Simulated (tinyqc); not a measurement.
# Changing the pattern density around the test line

Model: electron-beam lithography: double-Gaussian proximity function, edge placement and dose correction for parallel lines. Computed by tinyqc, a small Python program. Command: `OMP_NUM_THREADS=1 python tinyqc.py 3110012 3110013 out.jsonl proximity sweep`. One thread of a shared host (Intel(R) Xeon(R) Processor @ 2.30GHz), about 0.01 s of CPU time with the checks.

Lines are infinitely long. Absorbed energy is counted so that the middle of a very large area written at dose 1 receives 1; the resist develops where it exceeds 1/2.

Inputs (values chosen for the exercise, of the order of those for 30 keV electrons in resist on silicon):
```
quantity                value               unit
forward range alpha     0.019         micrometre
backscatter ratio eta    0.53                  -
base dose D0              550  microcoulomb/cm^2
beam current             0.22                 nA
pixel size                  2                 nm
width of the test line  0.057         micrometre
```

Constants: e = 1.602176634e-19 C.

Method. A test line of width w << beta in surroundings of density rho, all at dose d: near its edge E(x) = d [S + eta rho]/(1 + eta), S = [erf((b - x)/alpha) - erf((a - x)/alpha)]/2 for edges a and b, the second term being the background energy. Dose to size d_s = (1 + eta)/(erf(w/alpha) + 2 eta rho), dose = d_s D0; edge slope d [1 - exp(-w^2/alpha^2)]/(sqrt(pi) alpha (1 + eta)); width change per 1 % of dose = 2 x 0.01 x (1/2)/slope. With dose = d_s D0: electrons per pixel N = dose x pixel area/e; relative noise 1/sqrt(N); time per cm^2 of pattern area = dose x density/current; pixel rate = current/(dose x pixel area).

One run for each value; columns: (1) pattern density around the test line; (2) dose to size d_s; (3) width change per 1 % of dose (nm); (4) background energy; (5) writing time per cm^2 (h):
```
(1)     (2)      (3)      (4)     (5)
0.0  1.5300  0.33680  0.00000    0.00
0.1  1.3834  0.37250  0.04792   96.07
0.2  1.2624  0.40820  0.08746  175.33
0.3  1.1609  0.44391  0.12064  241.85
0.4  1.0745  0.47961  0.14888  298.46
0.5  1.0000  0.51531  0.17321  347.23
0.6  0.9352  0.55101  0.19438  389.68
0.7  0.8783  0.58671  0.21298  426.96
0.8  0.8279  0.62241  0.22944  459.96
0.9  0.7830  0.65811  0.24412  489.39
```

Over the rows, dose to size d_s falls from 1.53 to 0.783; width change per 1 % of dose (nm) rises from 0.337 to 0.658; background energy rises from 0 to 0.244. For w well above alpha d_s is 1 at rho = 1/2 and 1 + eta = 1.53 at rho = 0; a lower dose over a higher background flattens the edge.
